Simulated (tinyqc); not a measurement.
# Gap and radiative efficiency from Jsc and Voc

Problem. Photon flux above E from a black body at temperature T into a hemisphere: Phi(E, T) = A sum_k exp(-k E/th)[E^2 th/k + 2 E th^2/k^2 + 2 th^3/k^3], k = 1, 2, ..., with th = kB T/q in eV and A = 2 pi q^3/(h^3 c^2). A cell with a sharp absorption edge has Jsc = q fs X Phi(Eg, Ts) and Voc = Vt ln(1 + Jsc/J0), J0 = q ge Phi(Eg, T)/ERE. Find Eg and ERE.

Parameters, values chosen for the exercise:
- T = 320 K (cell temperature)
- Ts = 5760 K (temperature of the black-body sun)
- fs = 2.16e-5 (share of the hemisphere filled by the sun)
- X = 100 (concentration)
- ge = 1 (number of faces that emit)

Constants: q = 1.602176634e-19 C, kB = 1.380649e-23 J/K, h = 6.62607015e-34 J s, c = 299792458 m/s, Vt = kB T/q. Results are converted to the units shown.

Jsc = 3805.63558 mA/cm^2
Voc = 1.16106316 V

Solution. Phi falls steadily with E, so Jsc fixes Eg; Voc gives J0, and its ratio to the radiative dark current is 1/ERE.

Eg = 1.44 eV
ERE = 0.0100

Program tinyqc, `OMP_NUM_THREADS=1 python tinyqc.py 2820022 2820023 out.jsonl`; Intel Xeon 2.30GHz, shared host, one thread, about 0.01 s.
